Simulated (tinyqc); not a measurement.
## Film and buried-oxide thickness from two coupling ratios

Problem. In a depleted film -dVT/dVb is k1 = Cs Cbox/(Cox (Cs + Cbox)) for a front channel and k2 = Cbox (Cox + Cs)/(Cox Cs) for a back channel, with Cox = eps0 eox/tox, Cs = eps0 eps_r/ts, Cbox = 3.9 eps0/tb. Find ts and tb.

Values chosen for this exercise; band and dielectric values close to those of silicon:
- eps_r = 11.6 (relative permittivity)
- eox = 3.9 (relative permittivity of the gate insulator (close to silicon dioxide))
- tox = 1.2 nm (insulator thickness)

coupling ratios for a front and a back channel: [0.053662298, 0.24010889]

Answer. With y = Cox/Cs and z = Cox/Cbox, 1/k1 = y + z and k2 = (1 + y)/z, so y = (k2/k1 - 1)/(1 + k2); the thicknesses follow from y and z.

ts = 10.0 nm
tb = 19.0 nm

Numbers from tinyqc (`OMP_NUM_THREADS=1 python tinyqc.py 2190009 2190010 out.jsonl`; about 0.3 s on one thread of a shared Intel Xeon 2.30GHz).
